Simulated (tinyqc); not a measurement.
RHF in the sto-6g basis, for BeH2, spin multiplicity 1, step by step. Computed by tinyqc, a small Python program that keeps every step (integrals from PySCF). Settings: charge = 0, multiplicity = 1, basis = sto-6g, energy threshold = 1e-10, iteration cap = 80, orthogonalisation = canonical, start = Wolfsberg-Helmholz matrix, DIIS depth = 0, method = RHF. Command: `OMP_NUM_THREADS=1 python tinyqc.py 22478 22479 out.jsonl` (the two numbers bound the seeds that draw the settings). One thread of a shared host (Intel(R) Xeon(R) Processor @ 2.60GHz), about 0.1 s of CPU time with the checks. Later iterations appear only in the table of the cycle.

## One-electron integrals

Geometry (angstrom):
```
atom         x          y         z
Be    0.000000   0.000000  0.000000
H     0.000000   1.829000  0.000000
H     0.000000  -1.829000  0.000000
```

Basis sto-6g: exponents (1/bohr^2) and contraction coefficients of normalised primitives:
```
element  l (shell)    exponent  coefficient
Be           s (1)  312.870494     0.009164
Be           s (1)   57.364463     0.049361
Be           s (1)   16.048509     0.168538
Be           s (1)    5.513096     0.370563
Be           s (1)    2.140897     0.416492
Be           s (1)    0.881739     0.130334
Be           s (2)   13.633247    -0.013253
Be           s (2)    2.698375    -0.046992
Be           s (2)    0.838653    -0.033785
Be           s (2)    0.322660     0.250242
Be           s (2)    0.140131     0.595117
Be           s (2)    0.064233     0.240706
Be           p (3)   13.633247     0.003760
Be           p (3)    2.698375     0.037679
Be           p (3)    0.838653     0.173897
Be           p (3)    0.322660     0.418036
Be           p (3)    0.140131     0.425860
Be           p (3)    0.064233     0.101708
H            s (1)   35.523221     0.009164
H            s (1)    6.513144     0.049361
H            s (1)    1.822143     0.168538
H            s (1)    0.625955     0.370563
H            s (1)    0.243077     0.416492
H            s (1)    0.100112     0.130334
```

Overlap, kinetic and nuclear-attraction integrals over the contracted functions; the nuclear repulsion is the sum of Za Zb / Rab.

nuclear repulsion = 2.45927080 hartree

overlap S, lower triangle:
```
           1Be 1s    1Be 2s   1Be 2px    1Be 2py   1Be 2pz     2H 1s     3H 1s
1Be 1s   1.000000
1Be 2s   0.254764  1.000000
1Be 2px  0.000000  0.000000  1.000000
1Be 2py  0.000000  0.000000  0.000000   1.000000
1Be 2pz  0.000000  0.000000  0.000000   0.000000  1.000000
2H 1s    0.024052  0.283723  0.000000   0.366037  0.000000  1.000000
3H 1s    0.024052  0.283723  0.000000  -0.366037  0.000000  0.006365  1.000000
```

kinetic energy T (hartree), lower triangle:
```
            1Be 1s    1Be 2s   1Be 2px    1Be 2py   1Be 2pz      2H 1s     3H 1s
1Be 1s    6.768753
1Be 2s   -0.207382  0.220121
1Be 2px   0.000000  0.000000  0.661265
1Be 2py   0.000000  0.000000  0.000000   0.661265
1Be 2pz   0.000000  0.000000  0.000000   0.000000  0.661265
2H 1s    -0.008692  0.015406  0.000000   0.069711  0.000000   0.768522
3H 1s    -0.008692  0.015406  0.000000  -0.069711  0.000000  -0.002188  0.768522
```

nuclear attraction V (hartree), lower triangle:
```
             1Be 1s     1Be 2s    1Be 2px    1Be 2py    1Be 2pz      2H 1s      3H 1s
1Be 1s   -15.293443
1Be 2s    -1.798153  -2.869818
1Be 2px    0.000000   0.000000  -2.824685
1Be 2py    0.000000   0.000000   0.000000  -2.959772
1Be 2pz    0.000000   0.000000   0.000000   0.000000  -2.824685
2H 1s     -0.182307  -0.700640   0.000000  -0.883558   0.000000  -2.540372
3H 1s     -0.182307  -0.700640   0.000000   0.883558   0.000000  -0.017751  -2.540372
```

core Hamiltonian H = T + V (hartree), lower triangle:
```
            1Be 1s     1Be 2s    1Be 2px    1Be 2py    1Be 2pz      2H 1s      3H 1s
1Be 1s   -8.524690
1Be 2s   -2.005535  -2.649696
1Be 2px   0.000000   0.000000  -2.163419
1Be 2py   0.000000   0.000000   0.000000  -2.298506
1Be 2pz   0.000000   0.000000   0.000000   0.000000  -2.163419
2H 1s    -0.190999  -0.685233   0.000000  -0.813847   0.000000  -1.771850
3H 1s    -0.190999  -0.685233   0.000000   0.813847   0.000000  -0.019938  -1.771850
```

## Two-electron integrals

Functions are numbered as in S; the eight-fold symmetry (ij|kl) = (ji|kl) = (kl|ij) leaves the list below.

Two-electron integrals (ij|kl) in chemists' order, unique and non-zero (hartree):
```
(11|11) 2.299996    (21|11) 0.361879    (21|21) 0.071926    (22|11) 0.570332
(22|21) 0.139654    (22|22) 0.417773    (31|31) 0.015252    (32|31) 0.022555
(32|32) 0.092340    (33|11) 0.570332    (33|21) 0.139654    (33|22) 0.417773
(33|33) 0.450117    (41|41) 0.015252    (42|41) 0.022555    (42|42) 0.092340
(43|43) 0.024258    (44|11) 0.570332    (44|21) 0.139654    (44|22) 0.417773
(44|33) 0.401601    (44|44) 0.450117    (51|51) 0.015252    (52|51) 0.022555
(52|52) 0.092340    (53|53) 0.024258    (54|54) 0.024258    (55|11) 0.570332
(55|21) 0.139654    (55|22) 0.417773    (55|33) 0.401601    (55|44) 0.401601
(55|55) 0.450117    (61|11) 0.034614    (61|21) 0.006706    (61|22) 0.013060
(61|33) 0.012952    (61|41) 0.000671    (61|42) 0.001330    (61|44) 0.013276
(61|55) 0.012952    (61|61) 0.000662    (62|11) 0.115113    (62|21) 0.028824
(62|22) 0.098033    (62|33) 0.094023    (62|41) 0.003901    (62|42) 0.025779
(62|44) 0.106053    (62|55) 0.094023    (62|61) 0.003007    (62|62) 0.039321
(63|31) 0.002318    (63|32) 0.011557    (63|43) 0.004075    (63|63) 0.002918
(64|11) 0.135423    (64|21) 0.034241    (64|22) 0.121045    (64|33) 0.114093
(64|41) 0.006197    (64|42) 0.039923    (64|44) 0.134949    (64|55) 0.114093
(64|61) 0.003701    (64|62) 0.054570    (64|64) 0.077175    (65|51) 0.002318
(65|52) 0.011557    (65|54) 0.004075    (65|65) 0.002918    (66|11) 0.288976
(66|21) 0.073555    (66|22) 0.279827    (66|33) 0.261462    (66|41) 0.010005
(66|42) 0.088945    (66|44) 0.316559    (66|55) 0.261462    (66|61) 0.007793
(66|62) 0.152558    (66|64) 0.222353    (66|66) 0.774999    (71|11) 0.034614
(71|21) 0.006706    (71|22) 0.013060    (71|33) 0.012952    (71|41) -0.000671
(71|42) -0.001330   (71|44) 0.013276    (71|55) 0.012952    (71|61) 0.000597
(71|62) 0.002479    (71|64) 0.002867    (71|66) 0.006332    (71|71) 0.000662
(72|11) 0.115113    (72|21) 0.028824    (72|22) 0.098033    (72|33) 0.094023
(72|41) -0.003901   (72|42) -0.025779   (72|44) 0.106053    (72|55) 0.094023
(72|61) 0.002479    (72|62) 0.017749    (72|64) 0.020625    (72|66) 0.049876
(72|71) 0.003007    (72|72) 0.039321    (73|31) 0.002318    (73|32) 0.011557
(73|43) -0.004075   (73|63) 0.000931    (73|73) 0.002918    (74|11) -0.135423
(74|21) -0.034241   (74|22) -0.121045   (74|33) -0.114093   (74|41) 0.006197
(74|42) 0.039923    (74|44) -0.134949   (74|55) -0.114093   (74|61) -0.002867
(74|62) -0.020625   (74|64) -0.023616   (74|66) -0.058230   (74|71) -0.003701
(74|72) -0.054570   (74|74) 0.077175    (75|51) 0.002318    (75|52) 0.011557
(75|54) -0.004075   (75|65) 0.000931    (75|75) 0.002918    (76|11) 0.003281
(76|21) 0.000802    (76|22) 0.002498    (76|33) 0.002447    (76|44) 0.002600
(76|55) 0.002447    (76|61) 0.000076    (76|62) 0.000644    (76|64) 0.000821
(76|66) 0.002021    (76|71) 0.000076    (76|72) 0.000644    (76|74) -0.000821
(76|76) 0.000016    (77|11) 0.288976    (77|21) 0.073555    (77|22) 0.279827
(77|33) 0.261462    (77|41) -0.010005   (77|42) -0.088945   (77|44) 0.316559
(77|55) 0.261462    (77|61) 0.006332    (77|62) 0.049876    (77|64) 0.058230
(77|66) 0.144662    (77|71) 0.007793    (77|72) 0.152558    (77|74) -0.222353
(77|76) 0.002021    (77|77) 0.774999
```

## Orthogonalisation

S = U s U^T; canonical form X = U s^(-1/2), so that X^T S X = 1. Each column of U has its largest component positive (the first on a tie).

eigenvalues of S: 0.479153  0.541890  0.971062  1.000000  1.000000  1.493413  1.514482

X:
```
                 1          2          3         4         5         6          7
1Be 1s    0.000000  -0.483743   0.857248  0.000000  0.000000  0.326894   0.000000
1Be 2s    0.000000   0.977915  -0.024941  0.000000  0.000000  0.567626   0.000000
1Be 2px   0.000000   0.000000   0.000000  0.000000  1.000000  0.000000   0.000000
1Be 2py   1.018378   0.000000   0.000000  0.000000  0.000000  0.000000   0.576347
1Be 2pz   0.000000   0.000000   0.000000  1.000000  0.000000  0.000000   0.000000
2H 1s    -0.724543  -0.572305  -0.383604  0.000000  0.000000  0.346806   0.405041
3H 1s     0.724543  -0.572305  -0.383604  0.000000  0.000000  0.346806  -0.405041
```

Within a degenerate level the vectors are fixed only up to a rotation; this is one choice.

## Starting guess

The start is the generalised Wolfsberg-Helmholz matrix (K = 1.75) built on H; D = 2 C_occ C_occ^T.

D at the start, lower triangle:
```
            1Be 1s    1Be 2s   1Be 2px    1Be 2py   1Be 2pz     2H 1s     3H 1s
1Be 1s    2.047353
1Be 2s   -0.211570  0.973698
1Be 2px   0.000000  0.000000  0.000000
1Be 2py   0.000000  0.000000  0.000000   1.009424
1Be 2pz   0.000000  0.000000  0.000000   0.000000  0.000000
2H 1s    -0.187686  0.504502  0.000000   0.429042  0.000000  0.446801
3H 1s    -0.187686  0.504502  0.000000  -0.429042  0.000000  0.082085  0.446801
```

## Iteration 1: building the Fock matrix

J_ij = sum D_kl (ij|kl), K_ij = sum D_kl (ik|jl); F = H + J - 0.5 K; E = tr D H + tr D J / 2 - 0.25 tr D K + E_nn.

Coulomb J (hartree), lower triangle:
```
           1Be 1s    1Be 2s   1Be 2px    1Be 2py   1Be 2pz     2H 1s     3H 1s
1Be 1s   6.384303
1Be 2s   1.165168  2.583297
1Be 2px  0.000000  0.000000  2.530612
1Be 2py  0.000000  0.000000  0.000000   2.688669
1Be 2pz  0.000000  0.000000  0.000000   0.000000  2.530612
2H 1s    0.111170  0.636587  0.000000   0.802244  0.000000  2.003476
3H 1s    0.111170  0.636587  0.000000  -0.802244  0.000000  0.015896  2.003476
```

exchange K (hartree), lower triangle:
```
           1Be 1s    1Be 2s   1Be 2px    1Be 2py   1Be 2pz     2H 1s     3H 1s
1Be 1s   4.630595
1Be 2s   0.767877  0.846645
1Be 2px  0.000000  0.000000  0.167414
1Be 2py  0.000000  0.000000  0.000000   0.938545
1Be 2pz  0.000000  0.000000  0.000000   0.000000  0.167414
2H 1s    0.073301  0.422185  0.000000   0.493766  0.000000  0.804603
3H 1s    0.073301  0.422185  0.000000  -0.493766  0.000000  0.006607  0.804603
```

Fock matrix F (hartree), lower triangle:
```
            1Be 1s     1Be 2s   1Be 2px    1Be 2py   1Be 2pz      2H 1s      3H 1s
1Be 1s   -4.455685
1Be 2s   -1.224306  -0.489722
1Be 2px   0.000000   0.000000  0.283485
1Be 2py   0.000000   0.000000  0.000000  -0.079110
1Be 2pz   0.000000   0.000000  0.000000   0.000000  0.283485
2H 1s    -0.116480  -0.259739  0.000000  -0.258485  0.000000  -0.170675
3H 1s    -0.116480  -0.259739  0.000000   0.258485  0.000000  -0.007346  -0.170675
```

total energy of this density = -15.50190333 hartree

## Iteration 1: diagonalisation and new density

Diagonalise F' = X^T F X, C = X C', fill 3 alpha and 3 beta electrons from the bottom; D = 2 C_occ C_occ^T. Each column has its largest component positive (the first on a tie).

F' = X^T F X (hartree), lower triangle:
```
          1          2          3         4         5          6          7
1  0.509375
2  0.000000  -0.016791
3  0.000000   0.998893  -3.131435
4  0.000000   0.000000   0.000000  0.283485
5  0.000000   0.000000   0.000000  0.000000  0.283485
6  0.000000   0.523456  -1.702514  0.000000  0.000000  -1.388438
7  0.052070   0.000000   0.000000  0.000000  0.000000   0.000000  -0.321237
```

orbital energies (hartree): MO1 -4.457756, MO2 -0.355617, MO3 -0.324488, MO4 0.276709, MO5 0.283485, MO6 0.283485, MO7 0.512627

coefficients C:
```
               MO1        MO2        MO3        MO4       MO5        MO6        MO7
1Be 1s    0.993831  -0.191281   0.000000  -0.226830  0.000000   0.000000   0.000000
1Be 2s    0.023945   0.610902   0.000000   0.951507  0.000000   0.000000   0.000000
1Be 2px   0.000000   0.000000   0.000000   0.000000  0.528109   0.849177   0.000000
1Be 2py   0.000000   0.000000   0.511758   0.000000  0.000000   0.000000   1.052318
1Be 2pz   0.000000   0.000000   0.000000   0.000000  0.849177  -0.528109   0.000000
2H 1s    -0.003449   0.424735   0.449409  -0.643854  0.000000   0.000000  -0.697891
3H 1s    -0.003449   0.424735  -0.449409  -0.643854  0.000000   0.000000   0.697891
```

D after iteration 1, lower triangle:
```
            1Be 1s    1Be 2s   1Be 2px    1Be 2py   1Be 2pz      2H 1s     3H 1s
1Be 1s    2.048578
1Be 2s   -0.186112  0.747549
1Be 2px   0.000000  0.000000  0.000000
1Be 2py   0.000000  0.000000  0.000000   0.523793
1Be 2pz   0.000000  0.000000  0.000000   0.000000  0.000000
2H 1s    -0.169344  0.518777  0.000000   0.459977  0.000000   0.764760
3H 1s    -0.169344  0.518777  0.000000  -0.459977  0.000000  -0.043114  0.764760
```

Within a degenerate level the vectors are fixed only up to a rotation; this is one choice.

## Iteration 2: building the Fock matrix

As before.

Coulomb J (hartree), lower triangle:
```
           1Be 1s    1Be 2s   1Be 2px    1Be 2py   1Be 2pz     2H 1s     3H 1s
1Be 1s   6.208408
1Be 2s   1.122820  2.492600
1Be 2px  0.000000  0.000000  2.435005
1Be 2py  0.000000  0.000000  0.000000   2.607792
1Be 2pz  0.000000  0.000000  0.000000   0.000000  2.435005
2H 1s    0.107234  0.635210  0.000000   0.808877  0.000000  2.106128
3H 1s    0.107234  0.635210  0.000000  -0.808877  0.000000  0.015538  2.106128
```

exchange K (hartree), lower triangle:
```
           1Be 1s    1Be 2s   1Be 2px    1Be 2py   1Be 2pz      2H 1s     3H 1s
1Be 1s   4.631442
1Be 2s   0.749415  0.745985
1Be 2px  0.000000  0.000000  0.138875
1Be 2py  0.000000  0.000000  0.000000   0.774663
1Be 2pz  0.000000  0.000000  0.000000   0.000000  0.138875
2H 1s    0.075475  0.434200  0.000000   0.514944  0.000000   1.022671
3H 1s    0.075475  0.434200  0.000000  -0.514944  0.000000  -0.004514  1.022671
```

Fock matrix F (hartree), lower triangle:
```
            1Be 1s     1Be 2s   1Be 2px    1Be 2py   1Be 2pz      2H 1s      3H 1s
1Be 1s   -4.632003
1Be 2s   -1.257423  -0.530089
1Be 2px   0.000000   0.000000  0.202148
1Be 2py   0.000000   0.000000  0.000000  -0.078046
1Be 2pz   0.000000   0.000000  0.000000   0.000000  0.202148
2H 1s    -0.121503  -0.267123  0.000000  -0.262442  0.000000  -0.177058
3H 1s    -0.121503  -0.267123  0.000000   0.262442  0.000000  -0.002143  -0.177058
```

total energy of this density = -15.58255507 hartree

## Iteration 2: diagonalisation and new density

As before.

F' = X^T F X (hartree), lower triangle:
```
          1          2          3         4         5          6          7
1  0.509993
2  0.000000  -0.055127
3  0.000000   1.052708  -3.253639
4  0.000000   0.000000   0.000000  0.202148
5  0.000000   0.000000   0.000000  0.000000  0.202148
6  0.000000   0.531259  -1.765266  0.000000  0.000000  -1.440951
7  0.059535   0.000000   0.000000  0.000000  0.000000   0.000000  -0.328380
```

orbital energies (hartree): MO1 -4.633494, MO2 -0.376478, MO3 -0.332586, MO4 0.202148, MO5 0.202148, MO6 0.260255, MO7 0.514199

coefficients C:
```
               MO1        MO2        MO3       MO4        MO5        MO6        MO7
1Be 1s    0.994883  -0.196286   0.000000  0.000000   0.000000  -0.217762   0.000000
1Be 2s    0.019896   0.640922   0.000000  0.000000   0.000000   0.931645   0.000000
1Be 2px   0.000000   0.000000   0.000000  0.998492  -0.054898   0.000000   0.000000
1Be 2py   0.000000   0.000000   0.503136  0.000000   0.000000   0.000000   1.056467
1Be 2pz   0.000000   0.000000   0.000000  0.054898   0.998492   0.000000   0.000000
2H 1s    -0.002416   0.404022   0.455101  0.000000   0.000000  -0.657054  -0.694193
3H 1s    -0.002416   0.404022  -0.455101  0.000000   0.000000  -0.657054   0.694193
```

D after iteration 2, lower triangle:
```
            1Be 1s    1Be 2s   1Be 2px    1Be 2py   1Be 2pz      2H 1s     3H 1s
1Be 1s    2.056641
1Be 2s   -0.212019  0.822353
1Be 2px   0.000000  0.000000  0.000000
1Be 2py   0.000000  0.000000  0.000000   0.506292
1Be 2pz   0.000000  0.000000  0.000000   0.000000  0.000000
2H 1s    -0.163416  0.517797  0.000000   0.457955  0.000000   0.740712
3H 1s    -0.163416  0.517797  0.000000  -0.457955  0.000000  -0.087754  0.740712
```

Within a degenerate level the vectors are fixed only up to a rotation; this is one choice.

## Iteration 11 (converged): orbitals

converged F (hartree), lower triangle:
```
            1Be 1s     1Be 2s   1Be 2px    1Be 2py   1Be 2pz      2H 1s      3H 1s
1Be 1s   -4.617399
1Be 2s   -1.252439  -0.535896
1Be 2px   0.000000   0.000000  0.206841
1Be 2py   0.000000   0.000000  0.000000  -0.068936
1Be 2pz   0.000000   0.000000  0.000000   0.000000  0.206841
2H 1s    -0.121321  -0.267342  0.000000  -0.261106  0.000000  -0.177741
3H 1s    -0.121321  -0.267342  0.000000   0.261106  0.000000   0.001267  -0.177741
```

As before.

F' = X^T F X (hartree), lower triangle:
```
          1          2          3         4         5          6          7
1  0.511200
2  0.000000  -0.059501
3  0.000000   1.052276  -3.242568
4  0.000000   0.000000   0.000000  0.206841
5  0.000000   0.000000   0.000000  0.000000  0.206841
6  0.000000   0.524733  -1.759270  0.000000  0.000000  -1.438846
7  0.067271   0.000000   0.000000  0.000000  0.000000   0.000000  -0.325449
```

orbital energies (hartree): MO1 -4.618846, MO2 -0.379004, MO3 -0.330823, MO4 0.206841, MO5 0.206841, MO6 0.256934, MO7 0.516574

coefficients C:
```
               MO1        MO2        MO3        MO4       MO5        MO6        MO7
1Be 1s    0.994950  -0.198196   0.000000   0.000000  0.000000  -0.215719   0.000000
1Be 2s    0.019629   0.649486   0.000000   0.000000  0.000000   0.925700   0.000000
1Be 2px   0.000000   0.000000   0.000000  -0.320235  0.947338   0.000000   0.000000
1Be 2py   0.000000   0.000000   0.493415   0.000000  0.000000   0.000000   1.061042
1Be 2pz   0.000000   0.000000   0.000000   0.947338  0.320235   0.000000   0.000000
2H 1s    -0.002303   0.397946   0.461455   0.000000  0.000000  -0.660752  -0.689985
3H 1s    -0.002303   0.397946  -0.461455   0.000000  0.000000  -0.660752   0.689985
```

D after iteration 11, lower triangle:
```
            1Be 1s    1Be 2s   1Be 2px    1Be 2py   1Be 2pz      2H 1s     3H 1s
1Be 1s    2.058413
1Be 2s   -0.218392  0.844436
1Be 2px   0.000000  0.000000  0.000000
1Be 2py   0.000000  0.000000  0.000000   0.486916
1Be 2pz   0.000000  0.000000  0.000000   0.000000  0.000000
2H 1s    -0.162326  0.516831  0.000000   0.455378  0.000000   0.742615
3H 1s    -0.162326  0.516831  0.000000  -0.455378  0.000000  -0.109149  0.742615
```

Within a degenerate level the vectors are fixed only up to a rotation; this is one choice.

## Convergence

Stop when the energy changes by less than 1e-10 hartree and every element of the error matrix X^T (F D S - S D F) X is below 3e-06.

Course of the cycle:
```
iteration   E (hartree)     change  largest element of the error matrix
1          -15.50190333          -                             3.26e-01
2          -15.58255507  -8.07e-02                             4.52e-02
3          -15.58437812  -1.82e-03                             1.09e-02
4          -15.58453104  -1.53e-04                             3.10e-03
5          -15.58454691  -1.59e-05                             1.03e-03
6          -15.58454857  -1.67e-06                             3.33e-04
7          -15.58454875  -1.75e-07                             1.08e-04
8          -15.58454877  -1.84e-08                             3.50e-05
9          -15.58454877  -1.94e-09                             1.14e-05
10         -15.58454877  -2.04e-10                             3.69e-06
11         -15.58454877  -2.15e-11                             1.20e-06
```

PySCF RHF in the same basis = -15.58454877 hartree

Converged in 11 iterations.

## Populations, bond orders and dipole

Mulliken: Z minus the diagonal of D S on the atom; Loewdin: the same with S^(1/2) D S^(1/2); Mayer order: 2 sum_s sum (D(s) S)_ij (D(s) S)_ji over the two atoms.

Charges (e):
```
atom   Mulliken    Loewdin
1Be    0.102676   0.091766
2H    -0.051338  -0.045883
3H    -0.051338  -0.045883
```

Mayer bond orders:
```
pair     order
2-1   0.980884
3-1   0.980884
3-2   0.016480
```

dipole moment about the origin, x y z (debye): 0.000000  0.000000  0.000000
